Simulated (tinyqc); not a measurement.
# Inputs raised by 5 %, one at a time

Model: oxide trap near a transistor channel: two-state multiphonon kinetics, telegraph noise and bias instability. Computed by tinyqc, a small Python program. Command: `OMP_NUM_THREADS=1 python tinyqc.py 3025378 3025379 out.jsonl oxidetrap sens`. One thread of a shared host (Intel(R) Xeon(R) Processor @ 2.30GHz), about 0.01 s of CPU time with the checks.

An n-channel device under positive gate bias. The trap is empty (state 1) or holds an electron (state 2); both states are parabolas of equal curvature, and the electron reservoir is taken at the Fermi level of the channel.

Inputs (values chosen for the exercise, with an insulator like SiO2 on silicon):
```
quantity                                  value         unit
insulator constant eps_ox                  3.82            -
insulator thickness t_ox                    4.7           nm
trap depth x from the interface            0.42           nm
tunnel barrier phi_b                        3.2           eV
tunnelling mass m_ox                       0.44          m_0
trap level above E_F at zero field E_t     0.18           eV
relaxation energy E_R                       1.1           eV
oxide field F                               2.8        MV/cm
attempt rate k_0 at the interface         6e+11          1/s
temperature T                               300            K
channel width W                             140           nm
channel length L                            110           nm
frequency f                                3000           Hz
stress time t_s                            5000            s
trap density N_t                        7.2e+17  cm^-3 eV^-1
mean capture barrier mu_c                  0.92           eV
spread of the barriers s_c                 0.35           eV
saturation shift dV_max                     230           mV
```

Parts treated: one trap and an ensemble.

Constants: hbar^2/(2 m_0) = 3.80998212 eV angstrom^2; k_B = 8.617333262e-05 eV/K; e = 1.602176634e-19 C; eps_0 = 8.8541878128e-12 F/m.

Method:
- kappa = sqrt(2 m_ox phi_b)/hbar = sqrt(m_ox phi_b/(hbar^2/2m_0)); attenuation length lambda = 1/(2 kappa); factor exp(-x/lambda) for a rectangular barrier.
- E_21 = E_t - e F x is the energy of state 2 over state 1; barriers E_c = (E_R + E_21)^2/(4 E_R), E_e = E_c - E_21; tau_c = exp(E_c/k_B T)/(k_0 P), tau_e = exp(E_e/k_B T)/(k_0 P), P the tunnelling factor; occupation f_2 = tau_e/(tau_c + tau_e); 1/tau_0 = 1/tau_c + 1/tau_e.
- Charge-sheet step dV = e (t_ox - x)/(eps_ox eps_0 W L); Lorentzian spectrum S(f) = 4 dV^2 tau_0^2/((tau_c + tau_e)(1 + (2 pi f tau_0)^2)); corner 1/(2 pi tau_0); variance dV^2 f_2 (1 - f_2) = dV^2 tau_0/(tau_c + tau_e).
- McWhorter number fluctuations for traps uniform in depth and energy: S_V = e^2 k_B T N_t lambda/(W L C_ox^2 f), C_ox = eps_ox eps_0/t_ox. The number of traps within k_B T in energy and one decade in time is N_t k_B T lambda ln(10) W L.
- For a normal spread of capture barriers (given for the stress field, with depth and field not resolved, k_0 being taken as the effective rate of the ensemble), traps with barrier below k_B T ln(k_0 t) are filled: dV(t) = (dV_max/2) erfc((mu_c - k_B T ln(k_0 t))/(sqrt(2) s_c)); local exponent n = d ln dV/d ln t (central difference, factor 1.01 in t).

Runs:
```
input moved                           from      to  emission time tau_e (s)  corner frequency (Hz)  shift after t_s (mV)  1/f noise S_V(f) (V^2/Hz)
base run                                 -       -               3.5488e-06                  48861                115.34                 1.6425e-11
trap depth x from the interface (nm)  0.42   0.441               5.1013e-06                  34703                115.34                 1.6425e-11
relaxation energy E_R (eV)             1.1   1.155               6.0306e-06                  28753                115.34                 1.6425e-11
temperature T (K)                      300     315               2.2612e-06                  77450                127.38                 1.7246e-11
tunnel barrier phi_b (eV)              3.2    3.36               4.0257e-06                  43072                115.34                 1.6029e-11
tunnelling mass m_ox (m_0)            0.44   0.462               4.0257e-06                  43072                115.34                 1.6029e-11
channel width W (nm)                   140     147               3.5488e-06                  48861                115.34                 1.5643e-11
spread of the barriers s_c (eV)       0.35  0.3675               3.5488e-06                  48861                115.32                 1.6425e-11
```

Exponents ln(y'/y) / ln(x'/x):
```
input                            emission time tau_e  corner frequency  shift after t_s  1/f noise S_V(f)
trap depth x from the interface                7.438            -7.012            0.000               0.0
relaxation energy E_R                         10.868           -10.868            0.000               0.0
temperature T                                 -9.238             9.442            2.035               1.0
tunnel barrier phi_b                           2.585            -2.585            0.000              -0.5
tunnelling mass m_ox                           2.585            -2.585            0.000              -0.5
channel width W                                0.000             0.000            0.000              -1.0
spread of the barriers s_c                     0.000             0.000           -0.003               0.0
```

Which inputs matter most for each result?

Among the inputs moved here: emission time tau_e answers most in size to relaxation energy E_R (exponent +10.868), next to temperature T (-9.238); its exponent is below 0.0005 for channel width W, spread of the barriers s_c. Corner frequency answers most in size to relaxation energy E_R (exponent -10.868), next to temperature T (+9.442); its exponent is below 0.0005 for channel width W, spread of the barriers s_c. Shift after t_s answers most in size to temperature T (exponent +2.035); its exponent is below 0.0005 for trap depth x from the interface, relaxation energy E_R, tunnel barrier phi_b, tunnelling mass m_ox, channel width W. 1/f noise S_V(f) answers most in size to temperature T (exponent +1.000), and about equally to channel width W (-1.000); its exponent is below 0.0005 for trap depth x from the interface, relaxation energy E_R, spread of the barriers s_c. Its exponent +1.000 in temperature T: traps within k_B T of E_F fluctuate. Its exponent -1.000 in channel width W: noise power falls as 1/area.

Caution (all rows): N_t k_B T lambda ln(10) W L, the number of active traps per decade, is below one, so S_V is only the mean over many devices.
